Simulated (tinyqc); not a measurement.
Signal and retention of a DRAM cell: effect of temperature.

A stored one starts at Vd and leaks: Cs dV/dt = -I(V), I = a sqrt((V + Vb)/(Vd + Vb)) + b, with a = Ig exp[-(Eg1 q/kB)(1/T - 1/T0)] (generation in a depletion layer) and b = Is exp[-(Es q/kB)(1/T - 1/T0)]. The bit line is precharged to Vd/2, and charge sharing gives the signal (V - Vd/2) Cs/(Cs + Cb).

The cell fails below Vc = Vd/2 + dm (Cs + Cb)/Cs. With s = sqrt((Vc + Vb)/(Vd + Vb)), the time from Vd to Vc is t = [2 Cs (Vd + Vb)/a] [1 - s - (b/a) ln((a + b)/(a s + b))]. This time is the median of a log-normal spread: failing cells = Nc erfc(z/sqrt 2)/2, z = ln(t/tr)/sg.

Values chosen for this exercise:
- Vd = 1.5 V (array voltage)
- Cs = 13 fF (cell capacitance)
- Cb = 110 fF (bit-line capacitance)
- dm = 55 mV (smallest signal that the sense amplifier resolves)
- Vb = 1.65 V (built-in plus back-bias voltage of the storage junction)
- Ig = 1.4 fA (junction leakage at V = Vd and T0)
- Is = 0.17 fA (voltage-independent leakage at the reference temperature0)
- Es = 0.31 eV (activation energy of Is)
- T0 = 358 K (reference temperature)
- sg = 0.74 (deviation of ln(retention time) over the cells)
- Nc = 1.07e9 (cells)
- tr = 32 ms (refresh interval)
- Eg1 = 0.52 eV (activation energy of Ig)

Constants: q = 1.602176634e-19 C, kB = 1.380649e-23 J/K. Results are converted to the units shown.

Effect of temperature:
```
T (K)    a (fA)    b (fA)  retention time (s)  failing cells
298    0.047015  0.022479              43.499     9.9016e-14
318     0.16801  0.048030              14.019      1.0931e-7
338     0.51638  0.093804              4.9700      0.0049337
358      1.4000   0.17000              1.9333         15.980
368      2.2134   0.22338              1.2460         399.91
378      3.4155   0.28930             0.81975         6268.7
398      7.6180   0.46671             0.37579       4.6669e5
```

The retention time falls from 43.5 to 0.376 s, halving every 17.8 K at the hot end. Its apparent activation energy goes from 0.462 to 0.506 eV, between Es = 0.31 and Eg1 = 0.52 eV, as the share of a in the leakage grows from 67.7 to 94.2 %.

Range of the model: Real arrays also hold a tail of unusually leaky cells and cells whose retention varies in time, which this model lacks.

tinyqc, about 0.01 s, one thread, Intel Xeon 2.30GHz (shared host): `OMP_NUM_THREADS=1 python tinyqc.py 2130039 2130040 out.jsonl`
